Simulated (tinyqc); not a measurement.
Two branches across an indirect gap: complex band structure along [001] in sp3s* tight binding.

For k = (0, 0, kz) the phase sums are g0 = cos(phi) and g3 = i sin(phi), phi = kz a/4, and the s, pz, s* orbitals of anion (a) and cation (c) decouple from px, py. With z = exp(i phi), H(z) = H0 + z T + T^T/z for any complex z. H0 is diagonal (Esa, Epa, Exa, Esc, Epc, Exc). The anion-cation block is B(z) = z U + W/z and the cation-anion block z W^T + U^T/z, where U has Vss/2 (s,s), Vsapc/2 (s,z), -Vscpa/2 (z,s), Vxx/2 (z,z), Vxapc/2 (s*,z), -Vpaxc/2 (z,s*), and W has the same values with the s-z and s*-z signs reversed. |z| = 1 is a band state, |z| < 1 decays along [001] as exp(-kappa d) over a distance d, kappa = -(4/a) ln|z|. No spin-orbit coupling.

Parameters, chosen for this exercise (out of a larger set: near a published set for AlAs, fitted to gaps, whose masses and valley positions are rough (light masses up to twice too heavy); not measured data): p = (-7.513, 0.982, -1.166, 3.582, 7.481, 6.709, -6.682, 1.873, 4.299, 5.119, 5.514, 4.505, 5.015) eV (order Esa, Epa, Esc, Epc, Exa, Exc, Vss, Vxx, Vxy, Vsapc, Vscpa, Vxapc, Vpaxc); a = 5.656 angstrom (lattice constant); Eg = 2.275 eV (top of the energy range, the indirect gap).

Ev = 0.00206 eV

The smallest kappa with Re kz = 0 and the smallest with Re kz > 0, at energies E from Ev; a dash: no such root.

Decay constants:

| E/Eg | E (eV) | kappa at Gamma (1/angstrom) | kappa off Gamma (1/angstrom) | its Re kz (2 pi/a) |
|---|---|---|---|---|
| 0.05 | 0.1138 | 0.0671 | 0.6670 | 0.750 |
| 0.20 | 0.4550 | 0.1279 | 0.6229 | 0.756 |
| 0.35 | 0.7963 | 0.1602 | 0.5723 | 0.763 |
| 0.50 | 1.1375 | 0.1799 | 0.5129 | 0.771 |
| 0.65 | 1.4788 | 0.1905 | 0.4403 | 0.781 |
| 0.80 | 1.8200 | 0.1927 | 0.3447 | 0.793 |
| 0.90 | 2.0475 | 0.1890 | 0.2532 | 0.804 |
| 0.97 | 2.2067 | 0.1836 | 0.1470 | 0.817 |

What can be read from this table?

The branch from the valence band at Gamma decays more slowly below E/Eg of about 0.94, and the branch from the conduction valley above. The two differ in Re kz, so passing from one to the other needs kz from an abrupt interface, a steep field, a phonon or a defect. Valleys off the [001] axis, such as L, are not seen on these branches.

Program tinyqc; command `OMP_NUM_THREADS=1 python tinyqc.py 1481389 1481390 out.jsonl`; about 0.01 s on one thread of a shared Intel(R) Xeon(R) Processor @ 2.30GHz.
